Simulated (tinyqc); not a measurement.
Ewald sum of point charges, simple cubic lattice in a neutralising background, step by step. Computed by tinyqc, a small Python program that keeps every step. Command: `OMP_NUM_THREADS=1 python tinyqc.py 26510 26511 out.jsonl` (the two numbers bound the seeds that draw the settings). One thread of a shared host (Intel(R) Xeon(R) Processor @ 2.60GHz), about 0.04 s of CPU time with the checks.

## Ewald sum with eta = 0.313 1/bohr

cell vectors (rows) (bohr):
```
           1          2          3
1  12.410000   0.000000   0.000000
2   0.000000  12.410000   0.000000
3   0.000000   0.000000  12.410000
```

Charges:
```
q               f1        f2        f3
1.000000  0.000000  0.000000  0.000000
```

Real space: 1/2 sum q_i q_j erfc(eta r)/r over all images with r > 0; reciprocal space: (2 pi/V) sum_(G != 0) exp(-G^2/4 eta^2)/G^2 |S(G)|^2 with S(G) = sum q exp(i G.r); self term -eta/sqrt(pi) sum q^2; background -pi Q^2/(2 V eta^2), Q the total charge.

Real-space shells (first ones):
```
r (bohr)   pairs  sum (hartree)
12.410000      6       9.54e-09
17.550390     12              0
```

Reciprocal shells (first ones that count):
```
G^2 (1/bohr^2)  vectors  sum (hartree)
0.256340              6       0.040005
0.512680             12       0.020798
0.769020              8       0.004806
1.025360              6       0.001405
1.281699             24       0.002338
1.538039             24       0.001013
2.050719             12       0.000103
2.307059             30       0.000119
2.563399             24       0.000044
2.819739             24       0.000021
3.076079              8       3.33e-06
3.332418             24       4.80e-06
```

## The total does not depend on eta

The same sums for other eta.

Totals (hartree per cell):
```
eta           real  reciprocal       self  background        total
0.313000  9.54e-09    0.070665  -0.176591   -0.008389  -0.11431497
0.398000         0    0.115421  -0.224547   -0.005188  -0.11431497
0.526000         0    0.185419  -0.296764   -0.002971  -0.11431497
```

shortest distance = 12.410000 bohr
